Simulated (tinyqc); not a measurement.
Worked calculation: solid solubility of a dopant against its melt (retrograde solidus), clustering and the electrically active fraction. Computed by tinyqc, a small Python program that keeps every step. Command: `OMP_NUM_THREADS=1 python tinyqc.py 3009556 3009557 out.jsonl retro walk`. One thread of a shared host (Intel(R) Xeon(R) Processor @ 2.30GHz), about 0.01 s of CPU time with the checks. Intermediate numbers are printed to about 6 digits and carried at full precision; extremes and crossings named in words are read from the listed rows.

Inputs (values chosen for the exercise, of the order of those of aluminium in silicon for the solubility):
```
quantity                                       value            unit
melting point of the host T_m                   1687               K
heat of melting of the host H_f                 50.2          kJ/mol
interaction L of the melt                       -4.2          kJ/mol
enthalpy of transfer from melt to solid H      0.584              eV
entropy of transfer S                          -1.79             k_B
site density N0                                5e+22          1/cm^3
temperature T                                   1130               K
total dopant density N_t                     1.5e+21          1/cm^3
atoms per cluster m                                4               -
cluster scale N* at 1273 K                   2.8e+20          1/cm^3
activation energy E_b of the cluster scale      0.58              eV
anneal temperature T_a                          1225               K
prefactor of n_i                            3.98e+16  1/(cm^3 K^1.5)
energy E_i in n_i                               0.61              eV
mobility mu                                       85      cm^2/(V s)
```

Clustering: clusters that take up free electrons.

Constants: R = 8.314462618 J/(mol K); k_B = 8.617333262e-05 eV/K; e = 1.602176634e-19 C; N_A = 6.02214076e+23 1/mol.

## Liquidus and solidus at T

x_l and x_s are atom fractions of the dopant in melt and solid; the solid is dilute. Liquidus of the host: R T ln(1 - x_l) + L x_l^2 = -H_f (1 - T/T_m). Distribution: k = x_s/x_l = exp[L (1 - x_l)^2/(R T)] exp(S/k_B - H/(k_B T)), the first factor being the activity coefficient in the melt. Solubility = x_s N0; at T_m x_l = 0.

x_l = 0.775774

distribution coefficient k = 4.05717e-04

x_s = 3.14744e-04

solubility = 1.57372e+19 1/cm^3

k at the melting point = 0.00222801

k has changed by a factor 0.18 from its value at T_m, while x_l has grown from 0 to 0.776.

## The retrograde maximum

The largest x_s N0 between 900 K and T_m. For an ideal melt with constant heats the maximum has x_l = H_f/(H + H_f), H in the same units.

temperature of the maximum = 1412.73 K

largest solubility = 2.86555e+19 1/cm^3

x_l there = 0.461356

ideal-melt value H_f/(H + H_f) = 0.471152

The maximum lies 274 K below T_m: above it the melt runs out of dopant, below it k falls as exp(-H/(k_B T)).

## The solidus

The formulas are those given above.

Against temperature:
```
T (K)       x_l           k  solubility (1/cm^3)  over the maximum
1000   0.874158  0.00018876          8.25027e+18          0.287913
1100   0.801133  0.00034599          1.38591e+19          0.483647
1200   0.710587  0.00056834          2.01927e+19          0.704673
1300   0.603106  0.00085508          2.57852e+19          0.899834
1400   0.478510  0.00119589          2.86122e+19          0.998491
1500   0.335239  0.00156974          2.63119e+19          0.918217
1580   0.204656  0.00187058          1.91413e+19          0.667981
1640   0.094972  0.00208158          9.88456e+18          0.344945
1675   0.025129  0.00219274          2.75502e+18          0.096143
```

Between the first rows the Arrhenius energy of the solubility is 0.49 eV, against H = 0.584 eV; it shrinks to zero at 1413 K and turns negative beyond. A crystal saturated at the maximum precipitates dopant-rich liquid on cooling and on heating alike. Below a eutectic or compound temperature another phase would set the limit.

## Active fraction after the anneal

A highly soluble donor (another dopant than that of the solidus) is limited by clustering. Donors N_a are active, and clusters hold m atoms each: N_t = N_a + m C, m C = N* (N_a/N*)^m (n/N*)^m, each atom taking one electron, n = N_a/2 + sqrt(N_a^2/4 + n_i^2), n_i = prefactor x T^1.5 exp(-E_i/(k_B T)), with N*(T) = N*(1273 K) exp[-(E_b/k_B)(1/T - 1/1273)]. Resistivity = 1/(e mu N_a).

N*(T_a) = 2.27606e+20 1/cm^3

active density N_a = 2.80688e+20 1/cm^3

active fraction = 0.187125

resistivity = 0.261606 milliohm cm

Doubling the dose would raise N_a by only 10 %. Caution: this clustering law is a generic form; degeneracy and a doping-dependent mobility are left out.

## Active against total

A highly soluble donor (another dopant than that of the solidus) is limited by clustering. Donors N_a are active, and clusters hold m atoms each: N_t = N_a + m C, m C = N* (N_a/N*)^m (n/N*)^m, each atom taking one electron, n = N_a/2 + sqrt(N_a^2/4 + n_i^2), n_i = prefactor x T^1.5 exp(-E_i/(k_B T)), with N*(T) = N*(1273 K) exp[-(E_b/k_B)(1/T - 1/1273)].

Active density (1/cm^3):
```
N_t (1/cm^3)   N_a at T_a  fraction  N_a at T_a + 150 K  N_a at T_a - 150 K
1.00e+19      1.00000e+19  1.000000         1.00000e+19         1.00000e+19
3.00e+19      3.00000e+19  0.999999         3.00000e+19         2.99955e+19
1.00e+20      9.96883e+19  0.996883         9.99950e+19         8.36861e+19
2.00e+20      1.73707e+20  0.868534         1.98822e+20         1.04396e+20
5.00e+20      2.32218e+20  0.464437         3.61280e+20         1.23897e+20
1.00e+21      2.63538e+20  0.263538         4.31052e+20         1.37445e+20
2.00e+21      2.92754e+20  0.146377         4.87142e+20         1.51191e+20
5.00e+21      3.31988e+20  0.066398         5.57398e+20         1.70475e+20
```

The exponent d ln N_a/d ln N_t falls from 1.00 to 0.14, towards 1/(2m) = 0.125. At the highest dose a 150 K hotter anneal gives 1.68 times the active density, and a later step 150 K cooler would cut it to 0.51 if it ran to equilibrium: short hot anneals come last.

Checks made by the program: the ideal-melt maximum (relative difference 2e-08).
